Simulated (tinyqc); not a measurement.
Single-band model of a thermoelectric material: one step, computed by the program tinyqc. Command: `OMP_NUM_THREADS=1 python tinyqc.py 3024387 3024388 out.jsonl thermo walk`. One thread of a shared host (Intel(R) Xeon(R) Processor @ 2.30GHz), about 0.01 s of CPU time with the checks.

One spherical band, one scattering law, no minority carriers and no phonon drag. In a real material minority carriers limit |S| to about E_g/(2 e T), so larger values are formal. eta = E_F/(k_B T) is counted from the band edge; f = 1/(1 + exp(x - eta)).

Task: Coefficients. sigma = e mu_0 N_0 <s> with mu_0 = e tau_0/m = mu_300 (T/300 K)^(-p); |S| = (k_B/e)(<x s>/<s> - eta); Lorenz number L = (k_B/e)^2 (<x^2 s>/<s> - (<x s>/<s>)^2); kappa_e = L sigma T; zT = S^2 sigma T/(kappa_L + kappa_e). Hall factor r_H = <G^(3/2)> <G^(3/2 + 2r)/D^4>/<s>^2; drift mobility sigma/(n e) with n = N_0 <G^(3/2)>; power factor S^2 sigma.

Inputs (values chosen for the exercise, modelled on p-type Bi2Te3):
```
quantity                              value        unit
mobility parameter mu_300               550  cm^2/(V s)
temperature exponent p                    2           -
lattice thermal conductivity kappa_L    0.8     W/(m K)
temperature T                           370           K
```

Band: Kane. Scattering: acoustic phonons, r = -0.5.

N_0 = 2.585571e+19 1/cm^3

<s> = 0.2382514

<x s> = 0.4382730

reduced Fermi level eta = -0.6798985

<x^2 s> = 1.178732

<G^(3/2)> = 0.8895520

<G^(3/2 + 2r)/D^4> = 0.1241466

Constants: e = 1.602176634e-19 C; k_B = 8.617333262e-05 eV/K.

Give: conductivity sigma; Seebeck coefficient |S|; Lorenz number L; drift mobility; Hall factor r_H; power factor; kappa_e; zT.

Result:

conductivity sigma = 356.87 S/cm

Seebeck coefficient |S| = 217.11 microvolt/K

Lorenz number L = 1.1610 1e-8 V^2/K^2

drift mobility = 96.842 cm^2/(V s)

Hall factor r_H = 1.9455

power factor = 16.821 microwatt/(cm K^2)

kappa_e = 0.15330 W/(m K)

zT = 0.65287

L is 48 % of the degenerate value pi^2/3 (k_B/e)^2 = 2.443. The charge carriers transport 16 % of the heat.
